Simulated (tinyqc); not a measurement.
Comparisons within one model: deformation-potential model of the X valleys of a conduction band. A value that a table varies takes the place of the one given here.

Valleys with axes along x, y and z, one whole valley each. Herring-Vogt shift of a valley with unit axis a: dE = Xd tr(e) + Xu a.e.a. Non-degenerate shares n_i = exp(-dE_i/kT)/sum_j exp(-dE_j/kT). Inverse mass tensor of a valley: (1 - a a)/mt + a a/ml; the masses are taken as independent of strain.

s11 = (C11 + C12)/((C11 - C12)(C11 + 2 C12)), s12 = -C12/((C11 - C12)(C11 + 2 C12)), s44 = 1/C44; exx = s11 sxx + s12 (syy + szz) and cyclic, exy = s44 sxy/2; tension is positive. A uniaxial stress X along the unit vector n is s_ij = X n_i n_j. Biaxial (001) means sxx = syy = X.

Constants: kB = 8.617333262e-05 eV/K.

Parameters, chosen for this exercise (near those of GaP; shifted at random, so the results belong to these values and not to a real crystal): ml = 2.058 m0 (longitudinal mass); mt = 0.241 m0 (transverse mass); Xd = 1.47 eV (dilation potential); Xu = 6.34 eV (uniaxial potential); C11 = 140.9 GPa; C12 = 62.6 GPa; C44 = 69 GPa; load = biaxial (001) (kind of stress); T = 300 K (temperature); X1 = 1 GPa (size of the stress); X = 1.5 GPa (stress).

## Sweep of a biaxial (001) stress

m_c = 1/(u.M.u) along [110] with M = sum_i n_i (inverse mass tensor); gain against zero stress at a fixed scattering time.

Results:
```
X (GPa)  spread (meV)  lowest edge (meV)    n x    n y    n z  m_c (m0)  gain (%)
-1.50           121.5              -80.9  0.498  0.498  0.005    0.4299     -20.6
-0.75            60.7              -40.4  0.477  0.477  0.046    0.4165     -18.0
-0.30            24.3              -16.2  0.418  0.418  0.163    0.3821     -10.6
0.00              0.0                0.0  0.333  0.333  0.333    0.3415       0.0
0.30             24.3               -8.1  0.219  0.219  0.561    0.2989      14.3
0.75             60.7              -20.3  0.080  0.080  0.840    0.2594      31.7
1.50            121.5              -40.6  0.009  0.009  0.982    0.2429      40.6
```

What does this show, and why?

Along [110] the gain is -20.6 % at -1.50 GPa and +40.6 % at 1.50 GPa. The slope at zero stress (from +/- 0.001 GPa), +43.5 % per GPa, carried to the ends would give -65 and +65 %; the response falls behind at both ends, as it saturates once the spread passes a few kT (kT = 25.9 meV, spread up to 121 meV).

## Gain for each load and current direction

Each load has the size X1. Gain m_c(0)/m_c - 1 in per cent from repopulation alone, m_c = 1/(u.M.u), M = sum_i n_i (inverse mass tensor); biaxial means sxx = syy.

Gain (%); + is tension, - compression:
```
load                [100]  [010]  [001]  [110]  [1-10]  [111]
uniaxial [110] (+)   23.3   23.3  -46.5   23.3    23.3    0.0
uniaxial [110] (-)  -14.9  -14.9   29.9  -14.9   -14.9    0.0
uniaxial [100] (+)   39.0  -19.5  -19.5    9.8     9.8    0.0
uniaxial [100] (-)  -73.4   36.7   36.7  -18.3   -18.3    0.0
uniaxial [111] (+)    0.0    0.0    0.0    0.0     0.0    0.0
uniaxial [111] (-)    0.0    0.0    0.0    0.0     0.0    0.0
biaxial (001) (+)    36.7   36.7  -73.4   36.7    36.7    0.0
biaxial (001) (-)   -19.5  -19.5   39.0  -19.5   -19.5    0.0
```

What can be read from the table?

The largest gain is +39.0 %, for uniaxial [100] (+) with the current along [100] and biaxial (001) (-) with the current along [001]; for a [110] channel it is +36.7 %, under biaxial (001) (+). No gain or loss appears under uniaxial [111]: the valleys stay equivalent (in real silicon shear also changes the masses, which this model leaves out).

## Temperature and repopulation

The load is fixed; m_c along [110] as 1/(u.M.u).

Results:
```
T (K)  kT (meV)    n x    n y    n z  m_c (m0)
50         4.31  0.000  0.000  1.000    0.2410
77         6.64  0.000  0.000  1.000    0.2410
150       12.93  0.000  0.000  1.000    0.2410
225       19.39  0.002  0.002  0.996    0.2414
300       25.85  0.009  0.009  0.982    0.2429
400       34.47  0.028  0.028  0.944    0.2471
500       43.09  0.053  0.053  0.893    0.2529
```

How do the results move?

The largest share falls from 1.000 at 50 K to 0.893 at 500 K (equal shares: 0.333); m_c goes from 0.2410 to 0.2529, against 0.3415 without stress. Only spread/kT enters, so the small-stress response goes as 1/T.

## What each parameter does

Spread of the valley edges, lowest edge, largest share and m_c along [110]. Each row changes one parameter from the base and keeps the others.

Results:
```
case              spread (meV)  lowest edge (meV)  largest share  m_c (m0)
base                    121.46             -40.57         0.9821    0.2429
ml = 1.646 m0           121.46             -40.57         0.9821    0.2429
mt = 0.193 m0           121.46             -40.57         0.9821    0.1946
Xd = 1.764 eV           121.46             -37.26         0.9821    0.2429
Xu = 7.608 eV           145.75             -52.00         0.9929    0.2418
C11 = 112.72 GPa        189.74             -81.31         0.9987    0.2411
C12 = 50.08 GPa         104.71             -25.21         0.9663    0.2446
C44 = 55.2 GPa          121.46             -40.57         0.9821    0.2429
X = 1.2 GPa              97.16             -32.46         0.9554    0.2458
T = 360 K               121.46             -40.57         0.9617    0.2452
```

How do the results move?

The largest shifts from the base row, up to three for each result and ties (the steps differ in size, so this ranks the rows, not the parameters). spread (meV): C11 +68.29, Xu +24.29, X -24.29; unchanged at the printed digits by ml, mt, Xd, C44 and T. lowest edge (meV): C11 -40.74, C12 +15.36, Xu -11.43; unchanged at the printed digits by ml, mt, C44 and T. largest share: X -0.0267, T -0.0204, C11 +0.0166; unchanged at the printed digits by ml, mt, Xd and C44. m_c (m0): mt -0.0483, X +0.0029, T +0.0022; unchanged at the printed digits by ml, Xd and C44. Xd moves all valleys together, so it shifts the edge and nothing else.

(tinyqc, `OMP_NUM_THREADS=1 python tinyqc.py 1080143 1080144 out.jsonl`, Intel(R) Xeon(R) Processor @ 2.30GHz, 1 thread, shared host, about 0.01 s.)
